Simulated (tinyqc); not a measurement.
Choosing the offset: vacuum evaporation: vapour pressure, source flux, thickness distribution, purity and step coverage. Computed by tinyqc, a small Python program. Command: `OMP_NUM_THREADS=1 python tinyqc.py 3114071 3114072 out.jsonl evap walk`. One thread of a shared host (Intel(R) Xeon(R) Processor @ 2.30GHz), about 0.01 s of CPU time with the checks.

Molecular flow, unit sticking of the metal, no re-evaporation. The background gas is taken as water vapour (18.015 g/mol, collision diameter 0.37 nm) at 300 K.

Inputs (values chosen for the exercise, modelled on nickel, with constants for the liquid): directionality n = 1; source-to-wafer distance h = 18 cm; wafer radius R = 15 cm.

Method. Rotating wafer, source offset by s and facing upwards: thickness at radius r is the mean over the angle a of (1 + (r^2 + s^2 - 2 r s cos a)/h^2)^(-(n + 3)/2), by 360 equal steps; non-uniformity (max - min)/(max + min) over 21 radii from 0 to R. The curvature at the centre vanishes at s/h = sqrt(2/(n + 3)).

Against the offset:
```
s/h  centre thickness  edge over centre  non-uniformity (%)
0.0            1.0000            0.3483              48.336
0.2            0.9246            0.3804              44.884
0.4            0.7432            0.4815              34.994
0.5            0.6400            0.5603              28.179
0.6            0.5407            0.6574              20.670
0.7            0.4504            0.7699              12.999
0.8            0.3718            0.8924               6.510
0.9            0.3052            1.0171               3.201
1.1            0.2047            1.2409              10.750
```

The best row, s/h = 0.9, has 3.2 % against 48 % on the axis, at the price of a rate lower by a factor 3.28; the small-wafer optimum is sqrt(2/(n + 3)) = 0.71.

Extremes, crossings and ranges named in words are read from the listed rows.
